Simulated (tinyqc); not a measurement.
From results back to parameters: Koster-Slater impurity in an sp3s* host.

Problem. In the Koster-Slater model a defect shifts the s level of its site by Vs and the p levels by Vp; an A1 level solves 1/Vs = G_s(E) and a T2 level 1/Vp = G_p(E), E from the top of the valence band. A defect has an A1 level at E = 1.2477 eV, one of the energies of the table, and a T2 level at 0.1782 eV.

G(E) of the host (1/eV):
```
E (eV)         G_s         G_p
0.0000  -0.0863948   0.0054520
0.1782  -0.1028143  -0.0372033
0.3565  -0.1207826  -0.0649585
0.5347  -0.1410575  -0.0890648
0.7130  -0.1645746  -0.1121223
0.8912  -0.1926596  -0.1357027
1.0695  -0.2273658  -0.1612710
1.2477  -0.2721762  -0.1906792
1.4259  -0.3337869  -0.2268673
```

Find: Vs, Vp.

Solution. Read G_s and G_p at the two energies and invert them. Vs is attractive and pulls its level down from the conduction bands. Vp is attractive and pulls its level down from the conduction bands.

Vs, Vp (eV): -3.7  -26.9

Computed by tinyqc, a small Python program: `OMP_NUM_THREADS=1 python tinyqc.py 1450801 1450802 out.jsonl` (the numbers bound the seed that draws the inputs); one thread of a shared host (Intel(R) Xeon(R) Processor @ 2.30GHz), about 0.04 s for the whole set of steps.
